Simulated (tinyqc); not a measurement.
## Long-channel MOSFET, surface-potential model: potential, charge and velocity along the channel

n-channel transistor on a uniformly doped p-type body, gradual-channel approximation, constant mobility, Boltzmann statistics, full ionisation. Potentials are counted from the neutral body; V is the electron quasi-Fermi potential, Vsb at the source and Vsb + Vds at the drain. Charges are magnitudes per area.

ni = sqrt(Nc Nv) exp(-Eg/(2 Vt)), Eg in volts; phiF = Vt ln(Na/ni); Cox = eps0 eox/tox; gamma = sqrt(2 q eps0 eps_r Na)/Cox. The surface potential psi at channel potential V solves Vgs + Vsb - Vfb - psi = gamma sqrt(G), G = psi - Vt + Vt exp((psi - 2 phiF - V)/Vt). Charge sheet: Qi = Cox gamma [sqrt(G) - sqrt(psi - Vt)]; I = mu (W/L) [integral of Qi dpsi from psi_0 to psi_L (drift) + Vt (Qi0 - QiL) (diffusion)], with psi_0 at V = Vsb and psi_L at V = Vsb + Vds. The current is the same at every point, so the place y where the channel potential is Vsb + v follows from y/L = I(Vds = v)/I(Vds); the mean carrier velocity is I/(W Qi).

Values chosen for this exercise; material values close to those of silicon: temperature T = 300 K; band gap Eg = 1.11 eV; relative permittivity of the semiconductor eps_r = 11.7; conduction-band density of states at T Nc = 2.83e19 cm^-3; valence-band density of states at T Nv = 2.62e19 cm^-3; acceptor density of the body Na = 4.4e15 cm^-3; relative permittivity of the gate insulator eox = 3.98; insulator thickness tox = 4.8 nm; flat-band voltage Vfb = -0.57 V; channel mobility mu = 280 cm^2/(V s); gate width W = 2 um; gate length L = 2 um; source-body reverse bias Vsb = 0 V; gate-source voltage Vgs = 0.62 V; drain-source voltage Vds = 0.5 V.

Constants: q = 1.602176634e-19 C, kB = 1.380649e-23 J/K, Vt = kB T/q, eps0 = 8.8541878128e-14 F/cm where lengths are in cm. Results are converted to the units shown.

Along the channel:
```
v (V),psi (V),Qi (nC/cm^2),y/L,velocity (cm/s)
0.059,0.9001,177.1,0.3002,2.866e5
0.118,0.9492,140.1,0.5410,3.623e5
0.178,0.9970,104.1,0.7276,4.878e5
0.237,1.041,70.86,0.8576,7.163e5
0.296,1.081,41.14,0.9398,1.234e6
0.355,1.112,17.46,0.9821,2.906e6
0.415,1.130,3.957,0.9970,1.283e7
0.474,1.135,0.5019,0.9998,1.011e8
```

What does the comparison show?

Half of the listed voltage range, v = 0.237 V, is reached at y/L = 0.858. The charge falls from 177 to 0.502 nC/cm^2 over the rows, so the velocity rises by a factor of 353 to keep the current constant. The last velocity exceeds 1e7 cm/s, a usual saturation velocity, so constant mobility fails there.

tinyqc, about 0.03 s, one thread, Intel Xeon 2.30GHz (shared host): `OMP_NUM_THREADS=1 python tinyqc.py 2360063 2360064 out.jsonl`
